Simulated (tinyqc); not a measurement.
# Inputs raised by 10 %, one at a time

Model: dopants and charged point defects at anneal temperature: Fermi-level effect, clustering and pairing. Computed by tinyqc, a small Python program. Command: `OMP_NUM_THREADS=1 python tinyqc.py 3019987 3019988 out.jsonl pairing sens`. One thread of a shared host (Intel(R) Xeon(R) Processor @ 2.30GHz), about 0.04 s of CPU time with the checks.

Boltzmann statistics and full ionisation of active dopants. Energies are counted from the valence band; the defect (a vacancy or self-interstitial) has five charge states, with all degeneracy factors one.

Inputs (values chosen for the exercise, with bands modelled on GaAs):

| quantity | value | unit |
|---|---|---|
| gap at 0 K E_g0 | 1.54 | eV |
| Varshni alpha | 0.000558 | eV/K |
| Varshni beta | 204 | K |
| electron mass m_e | 0.0655 | m_0 |
| valleys M_c | 1 | - |
| hole mass m_h | 0.525 | m_0 |
| anneal temperature T | 1060 | K |
| total dopant density N | 4.6e+18 | cm^-3 |
| formation enthalpy of the neutral defect H_f | 3.15 | eV |
| formation entropy S_f | 8.1 | k_B |
| site density N_s | 4.4e+22 | cm^-3 |
| intrinsic dopant diffusivity D_i | 1.6e-14 | cm^2/s |
| anneal time t | 6000 | s |
| dopant atoms per cluster k | 3 | - |
| cluster binding energy E_b | 2 | eV |

Dopant: donor. Second part: clustering of the dopant.

defect levels as fractions of E_g(T): (2+/+), (+/0), (0/-), (-/2-): 0.099  0.057  0.66  0.71

Constants: m_0 = 9.1093837015e-31 kg; k_B = 1.380649e-23 J/K; h = 6.62607015e-34 J s; k_B = 8.617333262e-05 eV/K.

Method:
- E_g = E_g0 - alpha T^2/(T + beta).
- N_c = 2 M_c (2 pi m_e k_B T/h^2)^(3/2) and N_v = 2 (2 pi m_h k_B T/h^2)^(3/2), masses in units of m_0.
- n_i = sqrt(N_c N_v) exp(-E_g/2 k_B T); E_i = E_g/2 + (k_B T/2) ln(N_v/N_c).
- n = A/2 + sqrt(A^2/4 + n_i^2) for an active density A.
- k ionised dopants and k carriers form one neutral cluster: C = N_s (A/N_s)^k (n/N_b)^k exp(E_b/k_B T), N_b the effective density of states of the majority band, and N = A + k C (60 bisections in ln A between ln N - 90 and ln N).
- chi = n/n_i (for acceptors n_i/p); E_F = E_i + k_B T ln chi; field enhancement h = 1 + A/sqrt(A^2 + 4 n_i^2).
- C_0 = N_s exp(S_f/k_B) exp(-H_f/k_B T). Ratios to the neutral state at E_F = E_i: r_+ = exp((E(+/0) - E_i)/k_B T), r_2+ = r_+ exp((E(2+/+) - E_i)/k_B T), r_- = exp((E_i - E(0/-))/k_B T), r_2- = r_- exp((E_i - E(-/2-))/k_B T); at other E_F state q scales as chi^(-q). The enhancement is sum r_q chi^(-q)/sum r_q. The charge on the defects is left out of neutrality.
- If every charge state of the defect carries the dopant equally well, D = D_i x enhancement x h x (active share A/N, a rough stand-in that overstates the dA/dN which immobile clusters call for), D_i being an input held fixed when T or H_f is moved; diffusion length 2 sqrt(D t).

Runs:

| input moved | from | to | active density A (cm^-3) | enhancement over intrinsic | diffusion length (nm) | all defects, doped (cm^-3) |
|---|---|---|---|---|---|---|
| base run | - | - | 1.5394e+18 | 207.57 | 2308.8 | 6.6579e+13 |
| total dopant density N (cm^-3) | 4.6e+18 | 5.06e+18 | 1.5733e+18 | 216.48 | 2272.7 | 6.9435e+13 |
| cluster binding energy E_b (eV) | 2 | 2.2 | 1.0928e+18 | 107.65 | 1400.4 | 3.4528e+13 |
| formation enthalpy of the neutral defect H_f (eV) | 3.15 | 3.465 | 1.5394e+18 | 207.57 | 2308.8 | 2.1167e+12 |
| gap at 0 K E_g0 (eV) | 1.54 | 1.694 | 1.5399e+18 | 695.98 | 4229.7 | 1.8757e+14 |
| intrinsic dopant diffusivity D_i (cm^2/s) | 1.6e-14 | 1.76e-14 | 1.5394e+18 | 207.57 | 2421.5 | 6.6579e+13 |
| anneal time t (s) | 6000 | 6600 | 1.5394e+18 | 207.57 | 2421.5 | 6.6579e+13 |

Exponents ln(y'/y) / ln(x'/x):

| input | active density A | enhancement over intrinsic | diffusion length | all defects, doped |
|---|---|---|---|---|
| total dopant density N | 0.228 | 0.441 | -0.165 | 0.441 |
| cluster binding energy E_b | -3.595 | -6.889 | -5.246 | -6.889 |
| formation enthalpy of the neutral defect H_f | 0.000 | 0.000 | 0.000 | -36.182 |
| gap at 0 K E_g0 | 0.003 | 12.694 | 6.352 | 10.867 |
| intrinsic dopant diffusivity D_i | 0.000 | 0.000 | 0.500 | 0.000 |
| anneal time t | 0.000 | 0.000 | 0.500 | 0.000 |

To which inputs is each result most sensitive?

Among the inputs moved here: active density A answers most in size to cluster binding energy E_b (exponent -3.595), next to total dopant density N (+0.228); its exponent is below 0.0005 for formation enthalpy of the neutral defect H_f, intrinsic dopant diffusivity D_i, anneal time t. Enhancement over intrinsic answers most in size to gap at 0 K E_g0 (exponent +12.694), next to cluster binding energy E_b (-6.889); its exponent is below 0.0005 for formation enthalpy of the neutral defect H_f, intrinsic dopant diffusivity D_i, anneal time t. Diffusion length answers most in size to gap at 0 K E_g0 (exponent +6.352), next to cluster binding energy E_b (-5.246); its exponent is below 0.0005 for formation enthalpy of the neutral defect H_f. Its exponent +0.500 in intrinsic dopant diffusivity D_i: diffusion, sqrt(D t). Its exponent +0.500 in anneal time t: diffusion, sqrt(D t). all defects, doped answers most in size to formation enthalpy of the neutral defect H_f (exponent -36.182), next to gap at 0 K E_g0 (+10.867); its exponent is below 0.0005 for intrinsic dopant diffusivity D_i, anneal time t.

Caution (rows gap at 0 K E_g0): so large an enhancement assumes that highly charged defects carry the dopant as well as neutral ones; measured enhancements are far smaller.
